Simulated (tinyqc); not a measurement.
Off-state leakage of single and stacked transistors: one step of the calculation.

n-channel devices of unit width. Subthreshold current I(Vg, Vs, Vd) = I0 (T/300 K)^0.5 exp[(Vg - Vs - VT(T) - gb (Vs - Vb) + dd (Vd - Vs))/(nf Vt)] (1 - exp(-(Vd - Vs)/Vt)), VT(T) = VT - cT (T - 300 K). Gate-edge tunnelling Ig (Vd/1 V) exp(ag (Vd - 1 V)), for a gate at 0 V, and band-to-band leakage Ab u exp(-Bb/u), u = Vd - Vb + 1 V, flow at a drain held at V; both are taken as independent of T. In a stack of off transistors (all gates at 0 V) the same subthreshold current passes through each.

Problem. New Vx. Stack of two, Vx the node between them: I_low = I(0, 0, Vx), I_up = I(0, Vx, V), f = ln(I_up/I_low), f' = -(1 + gb + 2 dd)/(nf Vt) - 1/(Vt (exp(Vx/Vt) - 1)) - 1/(Vt (exp((V - Vx)/Vt) - 1)), Vx(new) = Vx - f/f'.

Parameters, values chosen for the exercise; values of the order met in bulk silicon logic transistors:
```
symbol,value,unit,meaning
T,300,K,temperature
V,0.9,V,supply voltage
VT,0.46,V,"threshold at 300 K, zero drain and body bias"
cT,0.6,mV/K,fall of the threshold with temperature
I0,0.24,uA/um,current at threshold at 300 K
nf,1.29,,slope factor
dd,0.07,,drain-induced lowering per volt
gb,0.2,,rise of the threshold per volt of source-body bias
Vb,0,V,body voltage
```

Constants: q = 1.602176634e-19 C, kB = 1.380649e-23 J/K, Vt = kB T/q. Results are converted to the units shown.

Vx at the start = 0.047 V

Give: I_low; I_up; f; f'; Vx after iteration 1.

Solution.

I_low = 2.268e-4 nA/um
I_up = 2.709e-4 nA/um
f = 0.1777
f' = -47.68 1/V
Vx after iteration 1 = 0.05073 V

Numbers from tinyqc (`OMP_NUM_THREADS=1 python tinyqc.py 2242038 2242039 out.jsonl`; about 0.03 s on one thread of a shared Intel Xeon 2.30GHz).
